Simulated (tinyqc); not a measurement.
Standing waves and exposure in a photoresist film: sweeps and comparisons. A value that a table varies takes the place of the one given here.

Normal incidence from air. Unexposed resist: N1 = n1 + i k1 with k1 = (A + B) lam/(4 pi), lam in micrometres. r01 = (1 - N1)/(1 + N1), t01 = 2/(1 + N1). Below the resist lie the layer Na = na + i ka and the substrate Ns = ns + i ks: r12 = (r1a + ras x)/(1 + r1a ras x), x = exp(4 pi i Na da/lam), r1a = (N1 - Na)/(N1 + Na), ras = (Na - Ns)/(Na + Ns). With p = exp(2 pi i N1 d/lam), the field at depth z is E(z) = t01 [exp(2 pi i N1 z/lam) + r12 p^2 exp(-2 pi i N1 z/lam)]/(1 + r01 r12 p^2), the relative intensity I(z) = n1 |E(z)|^2 and the reflectance R = |(r01 + r12 p^2)/(1 + r01 r12 p^2)|^2.

Parameters, chosen for this exercise (a resist on Si, indices near tabulated ones; the results hold for these values, not for the real material): lam = 248 nm (vacuum wavelength); n1 = 1.75 (resist index); A = 0.12 1/micrometre (bleachable absorption (Dill A)); B = 1.19 1/micrometre (fixed absorption (Dill B)); d = 540 nm (resist thickness); ns = 1.545 (substrate n); ks = 3.602 (substrate k); na = 1.85 (n of the bottom antireflection layer); ka = 0.368 (its k); da = 56 nm (its thickness).

## Swing of the coupled dose with resist thickness

The mean of I is taken over 800 depths; the relative dose to clear is taken as 1/(mean of I over the lowest period, 60 depths), scaled to 1 in the first row.

Swing:

| d (nm) | R | mean I | relative dose |
|---|---|---|---|
| 540.0 | 0.0486 | 0.7166 | 1.000 |
| 551.8 | 0.1093 | 0.6659 | 1.086 |
| 563.6 | 0.1438 | 0.6336 | 1.144 |
| 575.4 | 0.1247 | 0.6411 | 1.134 |
| 587.2 | 0.0678 | 0.6773 | 1.081 |
| 599.0 | 0.0277 | 0.7026 | 1.056 |
| 610.9 | 0.0499 | 0.6830 | 1.101 |
| 622.7 | 0.1053 | 0.6384 | 1.189 |
| 634.5 | 0.1369 | 0.6101 | 1.249 |
| 646.3 | 0.1192 | 0.6168 | 1.239 |
| 658.1 | 0.0671 | 0.6483 | 1.188 |
| 669.9 | 0.0310 | 0.6695 | 1.165 |
| 681.7 | 0.0508 | 0.6522 | 1.212 |

The period is 70.9 nm, six rows. The relative dose swings between 1.000 and 1.249, a ratio (max - min)/mean of 0.218, against the estimate 4 sqrt(|r01|^2 |r12|^2) exp(-(A + B) d) = 0.135 for the oscillating part alone; the ratio from the table also holds the slow rise from absorption, 21.2 % over two periods, so the two are not strictly comparable.

## Tuning the antireflection layer

da takes the values listed; the contrast is (Imax - Imin)/(Imax + Imin) over the lowest period of the resist (60 depths).

Results:

| da (nm) | \|r12\|^2 | contrast |
|---|---|---|
| 0 | 0.5342 | 0.925 |
| 10 | 0.4006 | 0.874 |
| 20 | 0.2123 | 0.727 |
| 30 | 0.0822 | 0.521 |
| 40 | 0.0383 | 0.382 |
| 50 | 0.0486 | 0.430 |
| 60 | 0.0707 | 0.470 |
| 75 | 0.0632 | 0.432 |
| 90 | 0.0187 | 0.237 |
| 110 | 0.0023 | 0.114 |
| 140 | 0.0208 | 0.247 |

|r12|^2 starts at 0.5342 and is lowest, 0.0023, at 110 nm of those listed, where the contrast is 0.114 against 0.925. The contrast follows 2|r|/(1 + |r|^2), so even |r12|^2 = 0.01 leaves about 0.2. Values below 0.01 occur at 110 nm.

## What moves the exposure

The mean of I is over 800 depths. Each row changes one parameter from the base and keeps the others.

Results:

| case | \|r12\|^2 | R | mean I | I at the bottom |
|---|---|---|---|---|
| base | 0.0629 | 0.0486 | 0.7166 | 0.2690 |
| d = 550 nm | 0.0629 | 0.1005 | 0.6734 | 0.2508 |
| n1 = 1.768 | 0.0605 | 0.0794 | 0.6926 | 0.2633 |
| B = 1.39 1/micrometre | 0.0628 | 0.0495 | 0.6784 | 0.2405 |
| ks = 3.242 | 0.0593 | 0.0523 | 0.7123 | 0.2755 |
| da = 66 nm | 0.0753 | 0.0934 | 0.6929 | 0.3238 |
| ka = 0.478 | 0.0429 | 0.0622 | 0.6970 | 0.3074 |

The largest shifts from the base row, up to three for each result and ties (the steps differ in size, so this ranks the rows, not the parameters). |r12|^2: ka -0.0200, da +0.0124, ks -0.0036; unchanged at the printed digits by d. R: d +0.0519, da +0.0449, n1 +0.0308. mean I: d -0.0432, B -0.0382, n1 -0.0240. I at the bottom: da +0.0548, ka +0.0384, B -0.0285.

Run: tinyqc, `OMP_NUM_THREADS=1 python tinyqc.py 1680986 1680987 out.jsonl`; Intel(R) Xeon(R) Processor @ 2.30GHz, one thread, shared host; about 0.01 s of CPU time with all checks.
